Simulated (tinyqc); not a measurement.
# Worked calculation: FinFET, parasitic resistance, capacitance and delay

tinyqc, about 0.02 s, one thread, Intel Xeon 2.30GHz (shared host): `OMP_NUM_THREADS=1 python tinyqc.py 2170007 2170008 out.jsonl` Printed values are rounded.

Nf fins under one contact; each has gated perimeter p = 2 Hf + Wf and cross-section A = Hf Wf; contact width Wc = Nf pf, stack height Hs = Hf. Contact length Lc = CPP - Lg - 2 Lsp, shared by two neighbouring gates. Source and drain sides are equal. The formulas are first-order estimates, not field solutions.

Values chosen for this exercise; values close to those of silicon logic devices:
```
symbol,value,unit,meaning
T,300,K,temperature
Nf,1,,number of fins
Hf,35,nm,fin height
Wf,6,nm,fin width
pf,42,nm,fin pitch
CPP,51,nm,contacted gate pitch
Lg,16,nm,gate length
Lsp,7,nm,spacer length
ks,7,,relative permittivity of the spacer
Hc,15,nm,gate height above the channel stack
rc,1.2e-9,ohm cm^2,contact resistivity
re,0.00034,ohm cm,resistivity of the source-drain epitaxy
te,25,nm,current-carrying depth of the epitaxy
rx,0.00043,ohm cm,resistivity of the extension
Lov,2,nm,gate overlap
Cinv,3.2,uF/cm^2,inversion capacitance
vx,1e7,cm/s,injection velocity
mu,150,cm^2/(V s),apparent mobility
VT,0.27,V,threshold at zero drain voltage
dl,0.071,V/V,barrier lowering
n,1.22,,subthreshold factor
Cw,0.27,fF,wire load
Vdd,0.8,V,supply voltage
```

Constants: q = 1.602176634e-19 C, kB = 1.380649e-23 J/K, eps0 = 8.8541878128e-12 F/m, Vt = kB T/q. Results are converted to the units shown.

## Geometry and resistances

Epitaxy sheet resistance Rsh = re/te, transfer length LT = sqrt(rc/Rsh), contact Rc = [sqrt(rc Rsh)/Wc] coth(Lc/(2 LT)); extension of one fin Rx = rx Lsp/A. Effective width N p; for equal currents one side has Rc + Rx/N.

Lc = 21 nm
effective width = 76 nm
Rsh = 136 ohm
LT = 29.7044 nm
Rc = 283.349 ohm
Rx = 143.333 ohm
one side times effective width = 32.4278 ohm um

Lc/2 is 0.35 transfer lengths, and Rc is 4.1 % above the area limit rc/(Wc Lc/2). The contact makes up 66.4 % of one side.

## Capacitances

With N fins: gate Cg = Cinv p N Lg; per side, plate Cp = ks eps0 [Wc (Hs + Hc) - N A]/Lsp, top fringe Cf = (2/pi) ks eps0 Wc ln(1 + Lg/(2 Lsp)), overlap Co = Cinv p N Lov. Cs = Cp + Cf + Co. An inverter of two such devices driving an equal one has the load CL = 2 (Cg + 2 Cs) + 4 Cs + Cw (its own drains counted twice for the Miller effect).

Cg = 38.9120 aF
Cp = 16.7344 aF
Cf = 1.26302 aF
Co = 4.864 aF
CL = 530.715 aF

The channel capacitance gives 14.7 % of CL, the parasitic parts 34.5 % and the wire 50.9 %.

## Iteration 1: fin currents at Vgs = Vdd, Vds = Vdd/2

I at the start (uA): fin 1 0

One fin: I = p Q vx u/(1 + |u|^1.8)^(1/1.8), Q = Cinv n Vt ln(1 + exp((Vg' - VT + dl Vd')/(n Vt))), u = Vd' mu/(vx Lg), Vg' = Vgs - v, Vd' = Vds - 2 v, with the drop on each side v = Rc (sum of I) + Rx I. I(new) = I(out).

drop v (mV): fin 1 0
I(out) (uA): fin 1 129.281
I after iteration 1 (uA): fin 1 129.281

## Iteration 2: fin currents at Vgs = Vdd, Vds = Vdd/2

As before.

drop v (mV): fin 1 55.1620
I(out) (uA): fin 1 110.651
I after iteration 2 (uA): fin 1 110.651

## Course of the iteration: fin currents at Vgs = Vdd, Vds = Vdd/2

Stop when the largest change of I is below 1e-6 uA, or after 80 iterations.

Course of the iteration:
```
iteration	total I (uA)	largest |change| of one entry (uA)
1	129.281	129
2	110.651	18.6
3	113.503	2.85
4	113.071	0.432
5	113.136	0.0654
6	113.126	9.92e-3
7	113.128	1.50e-3
8	113.128	2.28e-4
9	113.128	3.45e-5
10	113.128	5.23e-6
11	113.128	7.93e-7
```

Converged in 11 iterations. At the end each change is about 0.15 times the one before: linear convergence.

## Effective current, delay and energy

IH = I(Vdd, Vdd/2) = 113.128 uA
IL = I(Vdd/2, Vdd), solved likewise = 40.0813 uA

Ieff = (IH + IL)/2, delay CL Vdd/(2 Ieff), energy CL Vdd^2, with CL the load of an inverter that drives an equal one.

Ieff = 76.6045 uA
delay = 2.77120 ps
energy = 339.658 aJ

Without any series resistance Ieff would be 87.0 uA, so the resistances cost 12.0 %.
